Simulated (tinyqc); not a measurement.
Size effects in the resistivity of thin metal films and interconnect lines: one step, computed by the program tinyqc.

Electrons lose their drift at surfaces (a share 1 - p of the hits) and at grain boundaries (reflection R), besides bulk scattering. The line sits in a trench with a non-conducting liner on both walls and the bottom; the spacing equals the drawn width.

Problem. Surfaces. Fuchs-Sondheimer film: rho_b/rho = 1 - (3/(2 kappa))(1 - p) int_0^1 (s - s^3)(1 - exp(-kappa/s))/(1 - p exp(-kappa/s)) ds, f = rho/rho_b, kappa = thickness/lambda, 80 Gauss-Legendre points. Line: the excess of a film of thickness w_m and of a film of thickness h_m are added, rho/rho_b = 1 + (f(w_m) - 1) + (f(h_m) - 1), an estimate that holds best when both sides exceed lambda.

Inputs (values chosen for the exercise, modelled on ruthenium): bulk mean free path lambda = 6.62 nm; specularity p = 0.

Geometry: line.

metal width w_m = 45.2 nm

metal height h_m = 130.7 nm

Give: kappa = w_m/lambda; f(w_m); f(h_m); rho/rho_b from surfaces.

Solution.

kappa = w_m/lambda = 6.828

f(w_m) = 1.058

f(h_m) = 1.019

rho/rho_b from surfaces = 1.077
